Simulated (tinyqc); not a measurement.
## Undoped symmetric double-gate MOSFET, analytic potential model: effect of the body thickness

An undoped body of thickness ts between two equal insulators and tied gates; long channel, electrons only, n = ni exp((psi - V)/Vt) with V the quasi-Fermi potential (0 at the source, Vd at the drain), constant mobility, no quantisation. Across the body psi(x) = V - 2 Vt ln[(ts/(2 beta)) sqrt(q ni/(2 eps0 eps_r Vt)) cos(2 beta x/ts)], x from the centre. Q is the electron charge per area of the whole body.

ni = sqrt(Nc Nv) exp(-Eg/(2 Vt)), Eg in volts; r = eps_r tox/(eox ts); V0 = dphi + 2 Vt ln[(2/ts) sqrt(2 eps0 eps_r Vt/(q ni))]. beta (between 0 and pi/2) solves (Vg - V0 - V)/(2 Vt) = ln(beta) - ln(cos beta) + 2 r beta tan(beta). Q = 8 eps0 eps_r Vt beta tan(beta)/ts; I = mu (1/L)(4 eps0 eps_r/ts)(2 Vt)^2 [g(beta_s) - g(beta_d)] per width, g = beta tan(beta) - beta^2/2 + r beta^2 tan^2(beta), with beta_s at V = 0 and beta_d at V = Vd.  I(low) is taken at Vg = 0.27 V, Qs and I(high) at Vg = 1.02 V.

Parameters, values chosen for the exercise; material values close to those of silicon:
- T = 300 K (temperature)
- Eg = 1.13 eV (band gap)
- eps_r = 11.7 (relative permittivity of the semiconductor)
- Nc = 2.8e19 cm^-3 (conduction-band density of states at T)
- Nv = 2.69e19 cm^-3 (valence-band density of states at T)
- eox = 24.7 (relative permittivity of the gate insulator)
- tox = 13 nm (insulator thickness)
- dphi = 0.08 V (gate work function less that of the intrinsic body)
- mu = 120 cm^2/(V s) (channel mobility)
- L = 0.5 um (gate length)
- Vd = 1 V (drain voltage)

Constants: q = 1.602176634e-19 C, kB = 1.380649e-23 J/K, Vt = kB T/q, eps0 = 8.8541878128e-14 F/cm where lengths are in cm. Results are converted to the units shown.

Effect of the body thickness:
```
ts (nm)  V0 (V)  I(low) (nA/um)  Qs(high) (nC/cm^2)  I(high) (uA/um)
8.3      0.5765         0.01136                1216            65.12
12       0.5575         0.01642                1219            66.01
16       0.5426         0.02189                1220            66.54
23       0.5238         0.03147                1221            67.07
32       0.5067         0.04378                1221            67.42
45       0.4891         0.06156                1221            67.69
62       0.4726         0.08481                1222            67.88
```

Read the table: what changes, and by how much?

As ts goes from 8.3 to 62 nm, I(low) rises from 0.0114 to 0.0848 nA/um and I(high) rises from 65.1 to 67.9 uA/um. On average I(low) goes as ts^(1.00) and I(high) goes as ts^(0.02). Below threshold the charge is proportional to the cross-section of the body; above it the insulator sets the charge. In every row the surface density at the source at the higher gate voltage passes 0.3 Nc, where Boltzmann statistics fail.

Numbers from tinyqc (`OMP_NUM_THREADS=1 python tinyqc.py 2440075 2440076 out.jsonl`; about 0.01 s on one thread of a shared Intel Xeon 2.30GHz).
